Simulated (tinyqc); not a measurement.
Pressure series at fixed power: global model of a low-pressure process discharge: electron temperature, density, ion flux and ion energy. Computed by tinyqc, a small Python program. Command: `OMP_NUM_THREADS=1 python tinyqc.py 3110719 3110720 out.jsonl plasma walk`. One thread of a shared host (Intel(R) Xeon(R) Processor @ 2.30GHz), about 0.01 s of CPU time with the checks.

Maxwellian electrons with temperature T_e in eV, one positive ion, no negative ions, uniform bulk density n; rate constants have the Arrhenius form.

Inputs (values chosen for the exercise, of the order of those of an inductive discharge in a simple atomic gas): ion mass M = 32 u; ionisation prefactor K0 = 3.3e-14 m^3/s; ionisation energy E_iz = 13 eV; excitation prefactor X0 = 8.9e-15 m^3/s; excitation energy E_ex = 10.4 eV; elastic rate constant K_el = 7.9e-14 m^3/s; ion-neutral cross section = 1.1e-18 m^2; gas temperature T_g = 600 K; radius R = 19 cm; height L = 17 cm; absorbed power P = 790 W.

Constants: k_B = 1.380649e-23 J/K; e = 1.602176634e-19 C; u = 1.6605390666e-27 kg; m_0 = 9.1093837015e-31 kg.

Method:
- n_g = p/(k_B T_g), lambda_i = 1/(n_g sigma), K_iz = K0 exp(-E_iz/T_e), h_L = 0.86/sqrt(3 + L/(2 lambda_i)), h_R = 0.8/sqrt(4 + R/lambda_i), A_eff = 2 pi R^2 h_L + 2 pi R L h_R and d_eff = pi R^2 L/A_eff follow p.
- Particle balance: K0 exp(-E_iz/T_e) n_g d_eff = u_B, u_B = sqrt(e T_e/M).
- E_c = E_iz + (X0 exp(-E_ex/T_e) E_ex + K_el (3 m_0/M) T_e)/K_iz; E_T = E_c + (5/2) T_e + (T_e/2) ln(M/(2 pi m_0)); n = P/(e u_B A_eff E_T); J = e h_L n u_B. Pressures without a root below 2 E_iz are left out.

Against pressure:
```
p (Pa)  T_e (eV)  E_c (eV)  E_T (eV)  n (1/cm^3)  J (mA/cm^2)
0.1       5.2058    17.630    54.424  1.4331e+11       3.8501
0.2       3.7183    18.659    44.940  2.3565e+11       4.7415
0.5       2.6829    20.434    39.397  4.1442e+11       5.5242
1.0       2.2034    22.227    37.801  6.1989e+11       5.8245
2.0       1.8638    24.563    37.736  9.0996e+11       5.8773
5.0       1.5454    28.941    39.865  1.4494e+12       5.5917
10.0      1.3682    34.012    43.683  1.9663e+12       5.1122
20.0      1.2276    42.325    51.001  2.5005e+12       4.3827
```

What follows from these numbers?

T_e falls from 5.21 to 1.23 eV, n changes by a factor 17.4 and J by 1.14; in J = P h_L/(A_eff E_T), E_T changes by a factor 0.94 and is least at 2 Pa, between wall losses at high T_e and excitation losses at low T_e.

Extremes, crossings and ranges named in words are read from the listed rows.
